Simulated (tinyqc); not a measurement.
Worked calculation: estimate of lattice thermal conductivity from elastic moduli (Slack, Klemens and Cahill formulas). Computed by tinyqc, a small Python program that keeps every step. Command: `OMP_NUM_THREADS=1 python tinyqc.py 3023080 3023081 out.jsonl slack walk`. One thread of a shared host (Intel(R) Xeon(R) Processor @ 2.30GHz), about 0.01 s of CPU time with the checks. Intermediate numbers are printed to about 7 digits and carried at full precision; extremes and crossings named in words are read from the listed rows.

An isotropic solid.

Inputs (values chosen for the exercise, for a model crystal):

| quantity | value | unit |
|---|---|---|
| bulk modulus B | 190 | GPa |
| shear modulus G | 43.9 | GPa |
| volume per atom V | 17.4 | angstrom^3 |
| mean atomic mass M | 167 | u |
| atoms per primitive cell n | 4 | - |
| volume expansion coefficient alpha_V | 19 | ppm/K |
| temperature T | 900 | K |
| disorder parameter Gamma | 0.0004 | - |
| grain size d | 800 | nm |

Grueneisen parameter: from thermal expansion.

Constants: u = 1.6605390666e-27 kg; hbar = 1.054571817e-34 J s; k_B = 1.380649e-23 J/K; h = 6.62607015e-34 J s.

## Velocities, Poisson ratio and Debye temperature

rho = M/V; vL = sqrt((B + 4G/3)/rho), vT = sqrt(G/rho); v_m = [(vL^-3 + 2 vT^-3)/3]^(-1/3); Poisson ratio sigma = (3B - 2G)/(6B + 2G); Theta = hbar v_m (6 pi^2/V)^(1/3)/k_B.

density rho = 15937.36 kg/m^3

vL = 3948.973 m/s

vT = 1659.679 m/s

v_m = 1876.917 m/s

Poisson ratio sigma = 0.3927350

Debye temperature Theta = 215.6446 K

## Grueneisen parameter

gamma = alpha_V B V/(3 k_B), with the classical heat capacity 3 k_B per atom.

Grueneisen parameter gamma = 1.516533

## Conductivity of the perfect crystal

Slack, an estimate for T near or above Theta_a: kappa = A M Theta_a^3 delta n^(1/3)/(gamma^2 T) in W/(m K), with M in u, delta = V^(1/3) in angstrom, Theta_a = Theta n^(-1/3) and A = 2.43e-6/(1 - 0.514/gamma + 0.228/gamma^2).

acoustic Debye temperature Theta_a = 135.8476 K

A = 3.196506e-06

kappa of the perfect crystal = 2.659527 W/(m K)

## Point defects and grains

High-temperature forms with the classical heat capacity. Klemens: kappa/kappa_0 = arctan(u)/u, u^2 = pi^2 Theta V Gamma kappa_0/(h v_m^2). Grains: 1/kappa_poly = 1/kappa + 1/(C v_m d/3), C = 3 k_B/(n V), the acoustic branches alone.

disorder scale u = 0.1299131

kappa with point defects = 2.644715 W/(m K)

grain-boundary limit = 297.8579 W/(m K)

kappa of the polycrystal = 2.621438 W/(m K)

For small u the loss is about u^2/3 = 0.006. Grains remove a further 1 %.

## Minimum conductivity

Cahill minimum: kappa_min = (pi/6)^(1/3) k_B V^(-2/3) sum over L, T, T of v (T/Theta_i)^2 int_0^(Theta_i/T) x^3 e^x/(e^x - 1)^2 dx, Theta_i = Theta v_i/v_m (64 Gauss-Legendre points). Its high-temperature limit is (1/2) (pi/6)^(1/3) k_B V^(-2/3) (vL + 2 vT).

kappa_min = 0.5983161 W/(m K)

its high-temperature limit = 0.6022656 W/(m K)

kappa_poly/kappa_min = 4.381361

## All estimates against temperature

The formulas are those given above.

Kappa (W/(m K)):

| T (K) | perfect crystal | with point defects | polycrystal | minimum |
|---|---|---|---|---|
| 200 | 11.96787 | 11.67799 | 11.23741 | 0.5324160 |
| 300 | 7.97858 | 7.84787 | 7.64641 | 0.5687380 |
| 400 | 5.98394 | 5.90987 | 5.79489 | 0.5828639 |
| 550 | 4.35195 | 4.31254 | 4.25099 | 0.5918217 |
| 750 | 3.19143 | 3.17014 | 3.13676 | 0.5965970 |
| 1000 | 2.39357 | 2.38156 | 2.36267 | 0.5990619 |
| 1300 | 1.84121 | 1.83409 | 1.82287 | 0.6003652 |
| 1700 | 1.40798 | 1.40381 | 1.39723 | 0.6011526 |

The perfect crystal follows 1/T. With point defects the exponent runs from -0.98 to -1.00 (the strong-disorder limit is -1/2), and with grains from -0.95 to -0.99. At the highest T it is still 2.3 times the minimum.

Checks made by the program: arctan(u)/u against the Debye integral of 1/(1 + u^2 y^2) (relative difference below 1e-10).
